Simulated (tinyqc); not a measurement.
Inside a calculation. Model: BCS gap equation with a constant attraction inside the Debye window. Computed by tinyqc, a small Python program that keeps every step. Command: `OMP_NUM_THREADS=1 python tinyqc.py 3021339 3021340 out.jsonl bcs walk`. One thread of a shared host (Intel(R) Xeon(R) Processor @ 2.30GHz), about 0.01 s of CPU time with the checks. Intermediate numbers are printed to about 6 digits and carried at full precision; extremes and crossings named in words are read from the listed rows.

Pairs attract with strength V for |xi| < k_B Theta; N(0) is the density of states for one spin. Energies are given as temperatures (E/k_B, in K) unless marked.

Inputs (values chosen for the exercise, modelled on titanium nitride):
```
quantity,value,unit
coupling N(0)V,0.213,-
Debye temperature Theta,554,K
temperature T,4.75,K
Fermi velocity v_F,750000,m/s
electron density n,5.39,1e28/m^3
mean free path l,43,nm
junction resistance R_n,0.14,kilo-ohm
```

Solver: bisection.

Constants: k_B = 8.617333262e-05 eV/K; hbar = 1.054571817e-34 J s; k_B = 1.380649e-23 J/K; m_0 = 9.1093837015e-31 kg; eps_0 = 8.8541878128e-12 F/m; c = 299792458 m/s; e = 1.602176634e-19 C; h = 6.62607015e-34 J s.

## Gap at zero temperature

At T = 0 the gap equation 1/(N(0)V) = int_0^Theta d xi/sqrt(xi^2 + Delta^2) has the integral arcsinh(Theta/Delta), so Delta_0 = Theta/sinh(1/(N(0)V)); weak coupling gives 2 Theta exp(-1/(N(0)V)).

Delta_0 = 10.1306 K

weak-coupling Delta_0 = 10.1297 K

Delta_0 in meV = 0.872987 meV

## Critical temperature

Gap equation: 1/(N(0)V) = I(Delta, T) = int_0^Theta tanh(E/2T)/E d xi, E = sqrt(xi^2 + Delta^2); 64 Gauss-Legendre points in y with xi = max(Delta, T) sinh(y). T_c solves I(0, T_c) = 1/(N(0)V); the weak-coupling form is T_c = (2 e^C/pi) Theta exp(-1/(N(0)V)) with Euler's C = 0.5772157, and 2 Delta_0/T_c then tends to 2 pi e^-C = 3.528.

T_c = 5.74289 K

weak-coupling T_c = 5.74289 K

2 Delta_0/T_c = 3.52805

T_c/Theta = 0.0104; the ratio lies +0.01 % from 3.528, so the universal weak-coupling laws hold.

## One evaluation of the gap equation

Take Delta = Delta_0 as the trial; the fixed-point update is Delta(new) = N(0)V Delta I(Delta, T).

I(Delta_0, T) = 4.51627

updated Delta = 9.74529 K

## Gap at temperature T

Residual r = N(0)V I - 1, with Delta_0 = Theta/sinh(1/(N(0)V)). Bisection between 0 and Delta_0. Stop when |r| < 1e-9 or after 40 steps.

Iterations:
```
step,Delta (K),residual r
1,5.06530,1.65679e-02
2,7.59794,-8.74652e-03
3,6.33162,4.63474e-03
4,6.96478,-1.90537e-03
5,6.64820,1.40603e-03
6,6.80649,-2.39806e-04
7,6.72735,5.85637e-04
8,6.76692,1.73539e-04
9,6.78671,-3.29787e-05
...,...,...
17,6.78354,1.17349e-07
18,6.78358,-2.86213e-07
19,6.78356,-8.44322e-08
20,6.78355,1.64582e-08
21,6.78355,-3.39870e-08
22,6.78355,-8.76442e-09
23,6.78355,3.84688e-09
24,6.78355,-2.45877e-09
25,6.78355,6.94053e-10
```

converged (1 yes, 0 no) = 1

Delta(T) = 6.78355 K

Converged in 25 steps: Delta(T)/Delta_0 = 0.6696 at T/T_c = 0.827.

## Lengths and fields

xi_0 = hbar v_F/(pi Delta_0); lambda_L = sqrt(m_0 eps_0 c^2/(n e^2)); N(0) = 3 n/(2 m_0 v_F^2) for one spin; condensation energy N(0) Delta_0^2/2 = B_c^2/(2 mu_0), mu_0 = 1/(eps_0 c^2); with scattering lambda = lambda_L sqrt(1 + xi_0/l) in the local limit (where xi_0 and l both exceed lambda, nonlocal response makes the true depth larger); Ginzburg-Landau kappa = 0.96 lambda_L/xi_0 + 0.72 lambda_L/l. Free-electron mass throughout; heavier carriers, as in niobium or vanadium, give a larger lambda_L and kappa and can make the metal type II.

coherence length xi_0 = 179.999 nm

London depth lambda_L = 22.8894 nm

critical field B_c(0) = 62.2812 mT

depth with scattering = 52.1257 nm

Ginzburg-Landau kappa = 0.505342

Kappa lies below 1/sqrt(2): type I, and the sample is dirty, l well below xi_0.

## A tunnel junction of this metal

Ambegaokar-Baratoff: I_c R_n = (pi Delta/(2e)) tanh(Delta/2T); Josephson energy E_J = hbar I_c/(2e), given as E_J/h; inductance hbar/(2 e I_c); thermal quasiparticle fraction x = n_qp/(2 N(0) Delta) = sqrt(2 pi T/Delta) exp(-Delta/T), valid for T well below Delta.

I_c R_n = 563.070 microvolt

critical current I_c = 4021.93 nA

E_J/h = 1997.63 GHz

Josephson inductance = 0.0818279 nH

quasiparticle fraction x = 0.502905

Caution: T is not small against Delta, so the quasiparticle formula is only a rough guide.

## Gap and superfluid density against temperature

Interpolation tanh(1.74 sqrt(T_c/T - 1)); near T_c, 1.74 sqrt(1 - T/T_c). Clean-limit superfluid fraction 1 - (1/2T) int_0^(40 T) cosh^-2(E/2T) d xi (64 points); two-fluid rule 1 - (T/T_c)^4.

Reduced quantities:
```
T/T_c,Delta/Delta_0,tanh form,square-root form,superfluid fraction,two-fluid rule
0.10,1.000000,0.999942,1.65071,1.000000,0.999900
0.20,0.999877,0.998104,1.55630,0.998854,0.998400
0.30,0.997125,0.990221,1.45579,0.981769,0.991900
0.40,0.985037,0.972207,1.34780,0.927946,0.974400
0.50,0.956893,0.940227,1.23037,0.834081,0.937500
0.60,0.907006,0.889746,1.10047,0.706731,0.870400
0.70,0.828788,0.814110,0.95304,0.553778,0.759900
0.80,0.711062,0.701374,0.77815,0.381841,0.590400
0.90,0.526360,0.522665,0.55024,0.195988,0.343900
0.95,0.380332,0.379250,0.38908,0.099065,0.185494
0.98,0.243593,0.243575,0.24607,0.039862,0.077632
```

The tanh form misses the gap by at most about 0.017 (at T/T_c = 0.6); the square-root form is within 3 % only from T/T_c = 0.95. The gap keeps 99 % of Delta_0 up to T/T_c = 0.3, since quasiparticles are exponentially few. The two-fluid rule exceeds the BCS superfluid fraction most, by 0.21, at T/T_c = 0.8.

Checks made by the program: weak-coupling T_c, allowing for terms of order exp(-Theta/T_c) (relative difference below 1e-10).
